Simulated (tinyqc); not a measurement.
Defect equilibria of an oxide against oxygen pressure (mass action). Changing the oxygen pressure P. Computed by tinyqc, a small Python program. Command: `OMP_NUM_THREADS=1 python tinyqc.py 3026343 3026344 out.jsonl brouwer sweep`. One thread of a shared host (Intel(R) Xeon(R) Processor @ 2.30GHz), about 0.02 s of CPU time with the checks.

Defects: oxygen vacancies V (charge +2), electrons n, holes p, the ionic partner X = V_M'''' (charge -4). Activities are taken equal to concentrations.

Inputs (values chosen for the exercise, for a model oxide):
```
quantity                           value             unit
reduction enthalpy H_r              4.07               eV
prefactor K_r0                   3.9e+69  cm^-9 atm^(1/2)
gap E_g                             3.92               eV
prefactor N_c N_v                  1e+41            cm^-6
disorder enthalpy H_s               3.78               eV
prefactor K_s0                   1.5e+68            cm^-9
temperature T                       1000                K
electron mobility mu_n             0.064       cm^2/(V s)
hole mobility mu_p                 0.013       cm^2/(V s)
vacancy diffusion prefactor D_0   0.0012           cm^2/s
vacancy migration energy E_m         1.1               eV
```

Ionic disorder: Schottky, oxide MO2. Dopant (singly charged, fully ionised): none.

Constants: k_B = 8.617333262e-05 eV/K; e = 1.602176634e-19 C.

Method:
- K_r = K_r0 exp(-H_r/k_B T) = [V] n^2 P^(1/2); K_i = N_c N_v exp(-E_g/k_B T) = n p; K_s = K_s0 exp(-H_s/k_B T) = [X] [V]^2.
- Neutrality: 2 [V] + p = n + 4 [X]. With n as the unknown, [V] = K_r/(n^2 P^(1/2)), p = K_i/n, [X] = K_s/[V]^2; the log ratio is ln(positive/negative).
- The root is found by 60 bisections in ln n between n = 1e-10 and 1e25 cm^-3.
- sigma_n = e n mu_n, sigma_p = e p mu_p, sigma_ion = 2 e [V] mu_V with mu_V = 2 e D/(k_B T) and D = D_0 exp(-E_m/k_B T); only the oxygen vacancies carry ionic current, and the ionic transport number is sigma_ion over the total.

One run for each value:
```
oxygen pressure P (atm)   n (cm^-3)  [V] (cm^-3)   p (cm^-3)  [X] (cm^-3)  total conductivity (S/cm)
1.00e-30                 2.8845e+21   1.4422e+21  6.0814e-01   6.4218e+06                 2.9577e+01
1.00e-27                 9.1215e+20   4.5607e+20  1.9231e+00   6.4218e+07                 9.3531e+00
1.00e-24                 2.8845e+20   1.4422e+20  6.0814e+00   6.4218e+08                 2.9577e+00
1.00e-21                 9.1215e+19   4.5607e+19  1.9231e+01   6.4218e+09                 9.3531e-01
1.00e-18                 2.8845e+19   1.4422e+19  6.0814e+01   6.4218e+10                 2.9577e-01
1.00e-15                 9.1215e+18   4.5607e+18  1.9231e+02   6.4218e+11                 9.3531e-02
1.00e-12                 2.8845e+18   1.4422e+18  6.0814e+02   6.4217e+12                 2.9577e-02
1.00e-09                 9.1206e+17   4.5616e+17  1.9233e+03   6.4194e+13                 9.3522e-03
1.00e-06                 2.8760e+17   1.4507e+17  6.0992e+03   6.3470e+14                 2.9491e-03
1.00e-03                 8.5153e+16   5.2332e+16  2.0600e+04   4.8775e+15                 8.7316e-04
1.00e+00                 1.8952e+16   3.3410e+16  9.2560e+04   1.1967e+16                 1.9433e-04
```

Describe and explain the trends.

Over the rows, n (cm^-3) falls from 2.88e21 to 1.90e16 (exponent d ln y / d ln x -0.17 between the first rows and -0.22 between the last); [V] (cm^-3) falls from 1.44e21 to 3.34e16 (exponent d ln y / d ln x -0.17 between the first rows and -0.065 between the last); p (cm^-3) rises from 0.608 to 92600 (exponent d ln y / d ln x 0.17 between the first rows and 0.22 between the last). The largest terms of the neutrality condition are 2 [V] = n from row 1; 2 [V] = 4 [X] from row 11. Deep inside a regime n goes as P^(-1/6) for 2 [V] = n, P^(-1/4) where [V] is fixed, P^0 where n or p is fixed, and P^(-1/5) for p = 4 [X].

Caution (rows 1.00e-30, 1.00e-27, 1.00e-24): one of n, p, [V] and [X] is above 2e20 cm^-3, near 1 % of the sites of a usual oxide, where defects associate and the ideal mass-action laws fail. Caution (rows 1.00e-30, 1.00e-27, 1.00e-24): the carrier density is near sqrt(N_c N_v), where the carriers are degenerate and n p = K_i fails.

Extremes, crossings and ranges named in words are read from the listed rows.
